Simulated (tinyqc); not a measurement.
Raman shift of the zone-centre optical phonon of a diamond-structure crystal under stress: one step, computed by the program tinyqc.

Axes x, y, z are the cube axes. Strain shifts the threefold optical mode and can split it; p, q and r are the phonon deformation potentials.

Task: Secular matrix and shifts. Secular matrix: M_xx = p eps_xx + q (eps_yy + eps_zz), M_xy = 2 r eps_xy; its eigenvalues are omega^2 - omega_0^2, and the shifts are these over 2 omega_0.

Inputs (values chosen for the exercise, modelled on silicon):
```
quantity                       value  unit
unstrained frequency omega_0   520.9  1/cm
p/omega_0^2                    -1.86     -
q/omega_0^2                    -2.24     -
r/omega_0^2                   -0.718     -
```

Stress state: hydrostatic. Axis: none.

strain (per mille):
```
          x         y         z
x  7.550796  0.000000  0.000000
y  0.000000  7.550796  0.000000
z  0.000000  0.000000  7.550796
```

Give: M/(2 omega_0); shifts, in rising order.

Result:

M/(2 omega_0) (1/cm):
```
         x        y        z
x  -12.468    0.000    0.000
y    0.000  -12.468    0.000
z    0.000    0.000  -12.468
```

shifts, in rising order (1/cm): -12.468  -12.468  -12.468
